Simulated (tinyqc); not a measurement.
Conductivities from two wire lengths.

Question. A wire with uniform heating p0 per length and ends at the substrate temperature has theta(L/2) = (p0/g)[1 - 1/cosh(L/(2 LH))], LH = sqrt(kap A/g). Find LH, g and kap.

Parameters, values chosen for the exercise:
```
symbol,value,unit,meaning
A,1500,nm^2,cross-section
p0,0.033,uW/nm,peak heating per length
```

theta at the middle for L = 2200 and 4400 nm (K): 46.727608  97.194346

Answer. With c = cosh(L1/(2 LH)) the longer wire has 2 c^2 - 1. The ratio of the two rises falls steadily from 4 to 1 as c grows, so it fixes c; g and kap follow.

LH = 1095 nm
g = 0.2500 W/(m K)
kap = 200.0 W/(m K)

tinyqc, about 0.01 s, one thread, Intel Xeon 2.30GHz (shared host): `OMP_NUM_THREADS=1 python tinyqc.py 2520140 2520141 out.jsonl`
